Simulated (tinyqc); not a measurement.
Worked calculation: a particle near a wafer in liquid: double-layer and van der Waals forces (DLVO), deposition barrier and removal. Computed by tinyqc, a small Python program that keeps every step. Command: `OMP_NUM_THREADS=1 python tinyqc.py 3113886 3113887 out.jsonl dlvo walk`. One thread of a shared host (Intel(R) Xeon(R) Processor @ 2.30GHz), about 0.01 s of CPU time with the checks. Intermediate numbers are printed to about 6 digits and carried at full precision; extremes and crossings named in words are read from the listed rows.

Sphere and flat wall, Derjaguin approximation, constant potentials in the linear-superposition form, no retardation and no hydration force.

Inputs (values chosen for the exercise, of the order of those for silica on silicon in water):
```
quantity                             value   unit
particle radius R                      340     nm
Hamaker constant A                 1.2e-20      J
potential of the particle psi_1         40     mV
potential of the wafer psi_2           -36     mV
salt concentration c               0.00015  mol/L
valence z of the symmetric salt          1      -
temperature T                          298      K
dielectric constant of the liquid     78.4      -
gap h                                  3.4     nm
contact distance h0                    0.3     nm
contact radius over R                0.042      -
viscosity                             0.93  mPa s
```

Constants: e = 1.602176634e-19 C; N_A = 6.02214076e+23 1/mol; eps_0 = 8.8541878128e-12 F/m; k_B = 1.380649e-23 J/K; k_B = 8.617333262e-05 eV/K.

## Screening

kappa^2 = 2 z^2 e^2 N_A (1000 c)/(eps eps_0 k_B T); gamma_i = tanh(z e psi_i/(4 k_B T)); Z = 64 pi eps eps_0 (k_B T/(z e))^2 gamma_1 gamma_2.

kappa = 0.0402962 1/nm

Debye length = 24.8162 nm

gamma_1 = 0.370854

gamma_2 = -0.336794

Z = -11.4958 pN

kappa R = 13.7007

Opposite signs: the double layers attract.

## Energy and force at one gap

U(h) = Z R exp(-kappa h) - A R/(6 h); F(h) = -dU/dh = kappa Z R exp(-kappa h) - A R/(6 h^2), positive for repulsion.

double-layer energy = -828.359 k_B T

van der Waals energy = -48.6105 k_B T

U(h) = -876.970 k_B T

F(h) = -196.159 pN

Caution: for kappa h below 1 linear superposition is only rough, and charge regulation matters.

## The curve

The formulas are those given above.

Against the gap:
```
h (nm)  kappa h  U (k_B T)    F (pN)
0.4     0.01612   -1347.99  -4404.98
0.6     0.02418   -1202.76  -2042.63
1.0     0.04030   -1077.75   -831.28
1.5     0.06044   -1004.46   -450.49
2.5     0.10074    -925.06   -251.21
4.0     0.16118    -849.89   -176.55
7.0     0.28207    -740.11   -132.67
12.0    0.48355    -599.53   -101.84
20.0    0.80592    -432.60    -72.05
40.0    1.61185    -193.67    -31.85
```

Caution: in rows with kappa h below 1 linear superposition is only rough.

## Removing an attached particle

Adhesion F_a = A R/(6 h0^2) [1 + a^2/(R h0)] - kappa Z R exp(-kappa h0), a the contact radius. Drag in a shear flow F_d = 1.7 x 6 pi mu R^2 G, acting at 1.4 R; rolling starts when 1.4 R F_d = a F_a. Wall shear stress = mu G.

van der Waals adhesion = 22660.6 pN

net adhesion F_a = 22816.2 pN

wall shear stress for rolling = 184.781 Pa

shear rate G = 198689 1/s

Checks made by the program: force against a difference of U (relative difference below 1e-10).
